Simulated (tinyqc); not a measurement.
Worked calculation: plane-wave Kohn-Sham cycle with exchange-only LDA in a layered model solid. One step of it, computed by the program tinyqc.

Task: Iteration 2: Hamiltonian at one k. H(m,m') = (k + G_m)^2/2 delta + V(G_m - G_m'), with V(-G) = V(G).

A solid whose potential varies along x alone (atomic units):
```
parameter                      value
period a                    8.800000
cross-section of the cell  16.000000
electrons per cell                 4
grid points                       16
plane waves -n..n, n               2
k points                           3
V1 in V1 cos(2 pi x/a)     -0.560000
V2 in V2 cos(4 pi x/a)     -0.220000
```

V(G_m), m = 0, 1, 2, ... (hartree): -0.298867  -0.188619  -0.109133  0.000426  0.000048

k = 0.000000 2 pi / a

Give: H.

Result:

H (hartree):
```
        -2      -1      +0      +1      +2
-2   0.721  -0.189  -0.109   0.000   0.000
-1  -0.189  -0.044  -0.189  -0.109   0.000
+0  -0.109  -0.189  -0.299  -0.189  -0.109
+1   0.000  -0.109  -0.189  -0.044  -0.189
+2   0.000   0.000  -0.109  -0.189   0.721
```
